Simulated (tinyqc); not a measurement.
# Cluster expansion of a binary alloy: correlations, fit, cross-validation and ground states, step by step

A worked calculation. Computed by tinyqc, a small Python program that keeps every step. Command: `OMP_NUM_THREADS=1 python tinyqc.py 3010768 3010769 out.jsonl clex walk`. One thread of a shared host (Intel(R) Xeon(R) Processor @ 2.30GHz), about 0.07 s of CPU time with the checks. Intermediate numbers are printed to about 6 digits and carried at full precision; extremes and crossings named in words are read from the listed rows.

s = +1 for A and -1 for B. Energy per site E = J0 + J1 P(point) + sum over clusters of m V P, with P the mean product of spins; V > 0 on a pair favours unlike neighbours. Clusters per site m: pair 1 4, pair 2 3, pair 3 6, triplet 12; the triplet is two first-neighbour bonds closed by a second-neighbour bond. Formation energies are counted from the line between pure A and pure B, which removes J0 and J1.

Inputs (values chosen for the exercise, for a model alloy):

| quantity | value | unit |
|---|---|---|
| first-pair interaction V1 | 5.62 | meV |
| second-pair interaction V2 | -0.4 | meV |
| third-pair interaction V3 | 0.16 | meV |
| triplet interaction Vt | 0.27 | meV |
| noise amplitude | 2.4 | meV/site |
| temperature T | 570 | K |
| fraction x of B | 0.86 | - |

Lattice: bcc.

Constants: k_B = 8.617333262e-05 eV/K.

## Design matrix

correlations P, counted on periodic cells:
```
                     point    pair 1    pair 2    pair 3   triplet
A                  1.00000   1.00000   1.00000   1.00000   1.00000
A3B D0_3           0.50000   0.00000   0.00000   1.00000  -0.50000
A3B (001) layers   0.50000   0.00000   0.66667   0.33333   0.16667
A2B C11_b          0.33333  -0.33333   0.55556   0.11111  -0.11111
AB B2              0.00000  -1.00000   1.00000   1.00000   0.00000
AB B32             0.00000   0.00000  -1.00000   1.00000   0.00000
A2B2 B11           0.00000   0.00000   0.33333  -0.33333   0.00000
AB (110) layers    0.00000   0.00000  -0.33333  -0.33333   0.00000
AB2 C11_b         -0.33333  -0.33333   0.55556   0.11111   0.11111
AB3 D0_3          -0.50000   0.00000   0.00000   1.00000   0.50000
AB3 (001) layers  -0.50000   0.00000   0.66667   0.33333  -0.16667
B                 -1.00000   1.00000   1.00000   1.00000  -1.00000
```

Design matrix of formation energies: m (P - 1) for pairs and m (P(triplet) - P(point)) for the triplet; x = (1 - P(point))/2.

X:
```
                   pair 1   pair 2   pair 3   triplet
A                  0.0000   0.0000   0.0000    0.0000
A3B D0_3          -4.0000  -3.0000   0.0000  -12.0000
A3B (001) layers  -4.0000  -1.0000  -4.0000   -4.0000
A2B C11_b         -5.3333  -1.3333  -5.3333   -5.3333
AB B2             -8.0000   0.0000   0.0000    0.0000
AB B32            -4.0000  -6.0000   0.0000    0.0000
A2B2 B11          -4.0000  -2.0000  -8.0000    0.0000
AB (110) layers   -4.0000  -4.0000  -8.0000    0.0000
AB2 C11_b         -5.3333  -1.3333  -5.3333    5.3333
AB3 D0_3          -4.0000  -3.0000   0.0000   12.0000
AB3 (001) layers  -4.0000  -1.0000  -4.0000    4.0000
B                  0.0000   0.0000   0.0000    0.0000
```

## Formation energies

standard normal numbers for the noise (0 for the pure ends): A 0.000, A3B D0_3 1.296, A3B (001) layers 0.053, A2B C11_b -0.442, AB B2 0.877, AB B32 1.194, A2B2 B11 1.100, AB (110) layers 0.995, AB2 C11_b 0.354, AB3 D0_3 -0.095, AB3 (001) layers 0.562, B 0.000

Exact: X V with V = (V1, V2, V3, Vt). The data to fit add the noise amplitude times the normal numbers, standing for what the clusters leave out.

exact energies (meV/site): A 0.0000, A3B D0_3 -24.5200, A3B (001) layers -23.8000, A2B C11_b -31.7333, AB B2 -44.9600, AB B32 -20.0800, A2B2 B11 -22.9600, AB (110) layers -22.1600, AB2 C11_b -28.8533, AB3 D0_3 -18.0400, AB3 (001) layers -21.6400, B 0.0000

data (meV/site): A 0.0000, A3B D0_3 -21.4096, A3B (001) layers -23.6728, A2B C11_b -32.7941, AB B2 -42.8552, AB B32 -17.2144, A2B2 B11 -20.3200, AB (110) layers -19.7720, AB2 C11_b -28.0037, AB3 D0_3 -18.2680, AB3 (001) layers -20.2912, B 0.0000

## Normal equations for V1, V2, Vt

Leave out pair 3: A = X^T X and b = X^T E (E being the data with noise) over these three columns; solve A V = b. The root-mean-square error runs over the structures between the pure ends.

matrix A:
```
         V1      V2       Vt
V1  232.889  94.222    0.000
V2   94.222  79.556    0.000
Vt    0.000   0.000  376.889
```

b (meV): 1230.89  467.08  76.77

fitted V1, V2, Vt (meV): 5.58720  -0.74618  0.20371

root-mean-square error of the three-cluster fit = 1.27647 meV/site

The fit misses V1 by -0.03, V2 by -0.35 and Vt by -0.07 meV; the omitted V3 = 0.16 meV and the noise shift the fitted values.

## Which clusters to keep

For each set, H = X (X^T X)^-1 X^T over the structures between the ends; residual e = E - H E; leave-one-out error e_i/(1 - H_ii); both as root mean squares.

Fits:

| clusters | fit error (meV/site) | leave-one-out error (meV/site) | largest H_ii |
|---|---|---|---|
| V1 | 2.34529 | 2.58335 | 0.274809 |
| V1 V2 | 1.78699 | 2.31633 | 0.532056 |
| V1 V3 | 2.31520 | 2.82304 | 0.511530 |
| V1 V2 Vt | 1.27647 | 2.01339 | 0.532056 |
| V1 Vt | 1.98405 | 2.48764 | 0.450778 |
| V1 V2 V3 | 1.69649 | 2.34528 | 0.711777 |
| V1 V3 Vt | 1.94839 | 2.69870 | 0.511530 |
| V1 V2 V3 Vt | 1.14636 | 2.03604 | 0.711777 |

leave-one-out error without pair 3 = 2.01339 meV/site

leave-one-out error with all four = 2.03604 meV/site

The fit error can only fall as clusters are added, to 1.15 meV with all four. The leave-one-out error is least for V1 V2 Vt (2.01 meV), and all four give 2.04: the extra terms fit noise more than signal.

## Ground states by the convex hull

Height above the hull = E less the lowest straight line between two structures that bracket x (or the lowest structure at the same x). The three-term fit is X V with the fitted values.

Hull among these structures (meV/site):

| structure | x | exact E | above hull | fitted E | above hull, fit |
|---|---|---|---|---|---|
| A | 0.00000 | 0.0000 | 0.0000 | 0.0000 | 0.0000 |
| A3B D0_3 | 0.25000 | -24.5200 | 0.0000 | -22.5547 | 0.0000 |
| A3B (001) layers | 0.25000 | -23.8000 | 0.7200 | -22.4174 | 0.1373 |
| A2B C11_b | 0.33333 | -31.7333 | 0.0000 | -29.8899 | 0.0458 |
| AB B2 | 0.50000 | -44.9600 | 0.0000 | -44.6976 | 0.0000 |
| AB B32 | 0.50000 | -20.0800 | 24.8800 | -17.8717 | 26.8259 |
| A2B2 B11 | 0.50000 | -22.9600 | 22.0000 | -20.8564 | 23.8412 |
| AB (110) layers | 0.50000 | -22.1600 | 22.8000 | -19.3641 | 25.3335 |
| AB2 C11_b | 0.66667 | -28.8533 | 1.1200 | -27.7170 | 2.0813 |
| AB3 D0_3 | 0.75000 | -18.0400 | 4.4400 | -17.6658 | 4.6830 |
| AB3 (001) layers | 0.75000 | -21.6400 | 0.8400 | -20.7878 | 1.5610 |
| B | 1.00000 | 0.0000 | 0.0000 | 0.0000 | 0.0000 |

lowest exact formation energy = -44.96 meV/site

On the exact hull: A, A3B D0_3, A2B C11_b, AB B2, B. The fit finds A, A3B D0_3, AB B2, B instead; its root-mean-square error is 1.28 meV. A structure at zero height may lie on a tie line without being a vertex, and structures outside this list could lie lower.

## The random alloy and its short-range order

Random alloy: P(pair) = p^2, P(triplet) = p^3, p = 1 - 2x, so H_mix = (p^2 - 1) sum m V(pairs) + (p^3 - p) m Vt; G_mix = H_mix + k_B T [x ln x + (1 - x) ln(1 - x)]. To first order in 1/T the Warren-Cowley parameter of shell 1 is alpha_1 = -(1 - p^2) V_eff/(k_B T), V_eff = V1 + (number of triplets on a first-neighbour bond) p Vt, that number being 6.

mixing enthalpy H_mix = -9.58731 meV/site

mixing free energy G_mix = -29.4786 meV/site

alpha_1 = -0.0436667

alpha_1 < 0: unlike neighbours are preferred.

Checks made by the program: leave-one-out formula against refits (relative difference below 1e-10).
